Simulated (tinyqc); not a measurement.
Koster-Slater impurity in a tight-binding band, by Green functions and by supercells: one step, computed by the program tinyqc.

One orbital per site, e(k) = -2 t sum cos(k_i) over 3 direction(s), band from -6 t to 6 t, lattice constant 1. One site has the extra energy U. Spin is left out.

Question. The host Green function outside the band. Outside the band G0(E) = (1/pi) int_0^pi dk (2/(pi z)) K(16 t^2/z^2), z = E + 2 t cos k, K the complete elliptic integral with parameter m; 200 Gauss-Legendre points. A bound state solves 1/U = G0(E). Energies: 0.05, 0.2, 0.5, 1, 2, 4 and 8 t beyond the band edge on the side of U, rounded to four digits.

Inputs (values chosen for the exercise, for a model band): hopping t = 1.2 eV; impurity potential U = -7.63 eV.

Lattice: simple cubic.

Give: Scan on the side of U.

Answer.

Scan on the side of U:
```
E (eV)  G0 (1/eV)  1/U - G0 (1/eV)
-7.26     -0.1954          0.06431
-7.44     -0.1797          0.04861
-7.80     -0.1616          0.03050
-8.40     -0.1421          0.01104
-9.60     -0.1174         -0.01362
-12.00    -0.0893         -0.04177
-16.80    -0.0615         -0.06956
```

G0 stays finite at the band edge, 0.252731/t in size, so binding needs |U| > 3.957 t.
